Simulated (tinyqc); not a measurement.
# Read current of a NAND string, cells in series solved by shooting: two studies

Cells in series, numbered from 0 at the source line (0 V) to the bit line, each followed by a gap resistance Rg. A cell with gate Vg, threshold VT, source Vs and drain Vd passes I = 2 nf K Vt^2 [F(Vs) - F(Vd)]/(1 + th max(Vg - VT, 0)), F(V) = ln^2(1 + exp((Vg - VT - nf V)/(2 nf Vt))). The selected cell has Vg = Vr, the others Vg = Vp.

Values chosen for this exercise; values of the order met in vertical NAND strings:
```
symbol,value,unit,meaning
T,300,K,temperature
K,28,uA/V^2,gain factor of a cell
nf,2.4,,slope factor
th,0.08,1/V,mobility reduction factor
Rg,1.9,kohm,resistance of the gap between cells
Vbl,0.3,V,bit-line voltage
Vp,7.4,V,pass voltage
Ve,-0.9,V,threshold of an erased cell
Vh,4.3,V,threshold of the highest state
Vx,2.2,V,threshold of the selected cell
Is,10,nA,sensing current
Vr,4.01,V,read voltage on the selected word line
```

Constants: q = 1.602176634e-19 C, kB = 1.380649e-23 J/K, Vt = kB T/q. Results are converted to the units shown.

Each table varies one quantity; the others keep the values above.

## Read current against the number of cells

For a trial current I start at 0 V and, cell by cell, solve for the drain: sqrt(F(Vd)) = sqrt(F(Vs) - I/k), k = 2 nf K Vt^2/(1 + th max(Vg - VT, 0)), Vd = [Vg - VT - 2 nf Vt ln(exp(sqrt F) - 1)]/nf, then add I Rg. The string current is the I for which the last node reaches Vbl. The apparent threshold is the Vr at which I = Is. Background: all other cells erased (VT = Ve) or all in the highest state (VT = Vh); ratio and shift are high over erased and high minus erased. The selected cell is in the middle, cell n/2.

Read current against the number of cells:
```
n	I, others erased (uA)	I, others high (uA)	ratio	apparent VT, erased (V)	apparent VT, high (V)	background shift (mV)
8	3.122	1.907	0.6110	2.086	2.087	0.6932
16	1.755	0.9917	0.5652	2.087	2.088	1.387
32	0.9345	0.5057	0.5411	2.089	2.091	2.777
64	0.4829	0.2553	0.5288	2.092	2.098	5.564
96	0.3255	0.1708	0.5247	2.096	2.104	8.361
128	0.2455	0.1283	0.5226	2.099	2.110	11.17
192	0.1646	0.08568	0.5205	2.106	2.123	16.81
```

Read the table: what changes, and by how much?

With erased neighbours the current falls from 3.12 to 0.165 uA, as n^(-0.83) between the first two rows and n^(-0.99) between the last two (-1 once the series resistance rules). The ratio falls from 0.611 to 0.521 and the background shift rises from 0.693 to 16.8 mV.

## Effect of the read voltage on the selected word line

Same model as above.

The string has 64 cells and the selected one is cell 32.

The same in every row: apparent VT, erased (V) = 2.092; apparent VT, high (V) = 2.098; background shift (mV) = 5.564.

Result of one run:
```
Vr (V)	I, others erased (uA)	I, others high (uA)	ratio
4.3	0.4862	0.2563	0.5271
```

What becomes of these results when the read voltage on the selected word line Vr is changed from 4.3 to 2.7 V, all else the same?

Result of the changed run:
```
Vr (V)	I, others erased (uA)	I, others high (uA)	ratio
2.7	0.3487	0.2142	0.6144
```

The whole series:
```
Vr (V)	I, others erased (uA)	I, others high (uA)	ratio
1.9	6.503e-4	6.467e-4	0.9945
2.3	0.07354	0.05798	0.7884
2.7	0.3487	0.2142	0.6144
3.1	0.4515	0.2466	0.5461
3.5	0.4724	0.2525	0.5344
3.9	0.4813	0.2549	0.5297
4.3	0.4862	0.2563	0.5271
4.7	0.4893	0.2571	0.5255
```

As Vr goes from 1.9 to 4.7 V, the current with erased neighbours rises from 6.50e-4 to 0.489 uA, that with high neighbours rises from 6.47e-4 to 0.257 uA and the ratio falls from 0.995 to 0.525. The apparent thresholds do not depend on Vr.

Program tinyqc, `OMP_NUM_THREADS=1 python tinyqc.py 2142218 2142219 out.jsonl`; Intel Xeon 2.30GHz, shared host, one thread, about 0.6 s.
